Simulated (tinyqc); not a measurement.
Ballistic transport through the one-dimensional subbands of a rectangular nanowire or nanosheet channel: one step, computed by the program tinyqc.

Hard walls, parabolic subbands, transport along x. Energies are counted from the bulk conduction band edge at the top of the barrier, which the gate pulls down by U; the source Fermi level lies at the bulk edge when U = 0.

Problem. Subbands. E_pq = (hbar^2 pi^2/2)(p^2/(m_y b^2) + q^2/(m_z a^2)); valley pairs: (m_x, m_y, m_z) = (m_t, m_t, m_l), (m_t, m_l, m_t), (m_l, m_t, m_t), each with degeneracy g = 2; the 10 lowest subbands are kept.

Inputs (values chosen for the exercise, modelled on silicon):

| quantity | value | unit |
|---|---|---|
| light mass m_t | 0.19 | m_0 |
| heavy mass m_l | 0.916 | m_0 |
| height a | 3.4 | nm |
| width b | 5.7 | nm |

Valleys: silicon [100] wire.

Constants: hbar^2/(2 m_0) = 3.80998212 eV angstrom^2; k_B = 8.617333262e-05 eV/K.

Give: Subbands.

Solution.

Subbands:

| valley axis | p | q | E (meV) | m_x (m_0) |
|---|---|---|---|---|
| z | 1 | 1 | 96.4 | 0.190 |
| y | 1 | 1 | 183.8 | 0.190 |
| z | 1 | 2 | 203.0 | 0.190 |
| y | 2 | 1 | 221.7 | 0.190 |
| x | 1 | 1 | 232.1 | 0.916 |
| z | 2 | 1 | 279.2 | 0.190 |
| y | 3 | 1 | 284.9 | 0.190 |
| y | 4 | 1 | 373.4 | 0.190 |
| z | 1 | 3 | 380.5 | 0.190 |
| z | 2 | 2 | 385.7 | 0.190 |
